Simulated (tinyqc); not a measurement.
Worked calculation: tight binding, honeycomb lattice. Computed by tinyqc, a small Python program that keeps every step. Settings: t1 = 2.96, t2 = 0.29, phi = 2.54, delta = 0, points = 5. Command: `OMP_NUM_THREADS=1 python tinyqc.py 22539 22540 out.jsonl` (the two numbers bound the seeds that draw the settings). One thread of a shared host (Intel(R) Xeon(R) Processor @ 2.60GHz), about 0.01 s of CPU time with the checks.

## Bloch Hamiltonian at k

Parameters chosen for this model:

| parameter | value | unit |
|---|---|---|
| t1 | 2.960000 | eV, nearest |
| t2 | 0.290000 | eV, second neighbours |
| phi | 2.540000 | rad, phase of t2 (Haldane) |
| delta | 0 | eV, +/- on A and B |

k point k (fractions of the reciprocal vectors): -0.41000  0.38000

H_AB = -t1 (1 + exp(-i k.a1) + exp(-i k.a2)); H_AA = delta - 2 t2 sum cos(k.b + phi), H_BB = -delta - 2 t2 sum cos(k.b - phi), b = a1, a2 - a1, -a2.

H(k) at k (eV):
```
                  A                 B
A          -1.35193  1.69696+0.44021i
B  1.69696-0.44021i           0.08514
```

## Levels at k

Diagonalise the Hermitian matrix.

eigenvalues (eV): -2.52805  1.26127

weights |c|^2 of the basis functions:
```
    band 1   band 2
A  0.68962  0.31038
B  0.31038  0.68962
```

## Bloch Hamiltonian at K

k point K (fractions of the reciprocal vectors): 0.33333  0.66667

As before.

H(k) at K (eV):
```
         A         B
A  0.13557   0.00000
B  0.00000  -1.57009
```

## Levels at K

As before.

eigenvalues (eV): -1.57009  0.13557

weights |c|^2 of the basis functions:
```
    band 1   band 2
A  0.00000  1.00000
B  1.00000  0.00000
```

## Bands along a path

The same steps at evenly spaced points between the labelled ones.

Bands along the path (eV):

| k | band 1 | band 2 |
|---|---|---|
| G | -7.44548 | 10.31452 |
| G-K 0.20 | -7.17460 | 9.56185 |
| G-K 0.40 | -6.33320 | 7.51307 |
| G-K 0.60 | -4.90010 | 4.71745 |
| G-K 0.80 | -3.01743 | 1.88206 |
| K | -1.57009 | 0.13557 |
| K-M 0.20 | -1.98050 | 0.60070 |
| K-M 0.40 | -2.58398 | 1.33211 |
| K-M 0.60 | -3.05465 | 1.94724 |
| K-M 0.80 | -3.34210 | 2.34487 |
| M | -3.43817 | 2.48183 |
| M-K' 0.20 | -3.34210 | 2.34487 |
| M-K' 0.40 | -3.05465 | 1.94724 |
| M-K' 0.60 | -2.58398 | 1.33211 |
| M-K' 0.80 | -1.98050 | 0.60070 |
| K' | -1.57009 | 0.13557 |

With 1 band(s) filled, the highest filled level on these points lies at K' and the lowest empty one at K': a gap of 1.7057 eV, direct.

## Chern number of the lower band

On a 5 x 5 mesh, the phase of the product of overlaps around each plaquette (k1 then k2); the sum over 2 pi is an integer.

plaquette phases (rad):
```
          1         2         3         4         5
1   0.00000  -0.01006  -0.16567   0.02824   0.01779
2  -0.01006  -0.05570  -0.62816  -1.33064   0.02824
3  -0.16567  -0.62816  -0.44351  -0.62816  -0.16567
4   0.02824  -1.33064  -0.62816  -0.05570  -0.01006
5   0.01779   0.02824  -0.16567  -0.01006   0.00000
```

Chern number = -1.00000
